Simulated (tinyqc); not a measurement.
Changing the density n2: Hall effect and magnetoresistance of several carrier groups with constant relaxation times. Computed by tinyqc, a small Python program. Command: `OMP_NUM_THREADS=1 python tinyqc.py 3000749 3000750 out.jsonl hall2 sweep`. One thread of a shared host (Intel(R) Xeon(R) Processor @ 2.30GHz), about 0.01 s of CPU time with the checks.

Group 1 has charge +e and group 2 charge +e; s_i is that sign. B lies along z; mu B is formed with mu in m^2/(V s).

Inputs (values chosen for the exercise, for a model conductor):
```
quantity,value,unit
density n1,6.3e+15,1/cm^3
mobility mu1,56000,cm^2/(V s)
mobility mu2,1500,cm^2/(V s)
magnetic field B,0.068,T
```

Carriers: light and heavy holes. Densities: per volume.

Constants: e = 1.602176634e-19 C.

Method:
- sigma_xx = sum n_i e mu_i/(1 + mu_i^2 B^2); sigma_xy = sum s_i n_i e mu_i^2 B/(1 + mu_i^2 B^2).
- rho_xx = sigma_xx/(sigma_xx^2 + sigma_xy^2); Hall coefficient R_H = sigma_xy/(B (sigma_xx^2 + sigma_xy^2)), with B in V s/cm^2 (1 T = 1e-4 V s/cm^2); magnetoresistance MR = rho_xx(B)/rho_xx(0) - 1. Apparent density 1/(e |R_H|); Hall mobility |R_H|/rho_xx.
- Weak field: R_H(0) = sum s_i n_i mu_i^2/(e (sum n_i mu_i)^2); MR = c B^2 with c = n1 n2 mu1 mu2 (s1 mu1 - s2 mu2)^2/(n1 mu1 + n2 mu2)^2. Strong field: R_H = 1/(e sum s_i n_i); rho_xx saturates at (n1/mu1 + n2/mu2)/(e (sum s_i n_i)^2).

One run for each value:
```
density n2 (1/cm^3),Hall coefficient R_H (cm^3/C),R_H at weak field (cm^3/C),magnetoresistance MR (%),rho_xx (ohm cm)
1.90e+14,9.8914e+02,9.8914e+02,0.0111,0.017679
6.70e+14,9.8516e+02,9.8517e+02,0.0389,0.017648
2.40e+15,9.7102e+02,9.7107e+02,0.1373,0.017537
8.60e+15,9.2268e+02,9.2296e+02,0.4671,0.017147
3.10e+16,7.7441e+02,7.7614e+02,1.4092,0.015851
1.10e+17,4.5901e+02,4.6568e+02,2.9337,0.012408
3.90e+17,1.3924e+02,1.4644e+02,3.0457,0.006858
1.40e+18,2.1893e+01,2.3765e+01,1.5275,0.002584
4.90e+18,3.0083e+00,3.2381e+00,0.5301,0.000815
1.80e+19,4.8335e-01,5.0268e-01,0.1532,0.000229
```

What does the table show, and why?

Over the rows, Hall coefficient R_H (cm^3/C) falls from 989 to 0.483 (exponent d ln y / d ln x -0.0032 between the first rows and -1.4 between the last); R_H at weak field (cm^3/C) falls from 989 to 0.503 (exponent d ln y / d ln x -0.0032 between the first rows and -1.4 between the last); magnetoresistance MR (%) goes from 0.0111 through a maximum among these rows, 3.05 at 3.90e17, to 0.153. Both groups have one sign, so R_H cannot pass zero.

Extremes, crossings and ranges named in words are read from the listed rows.
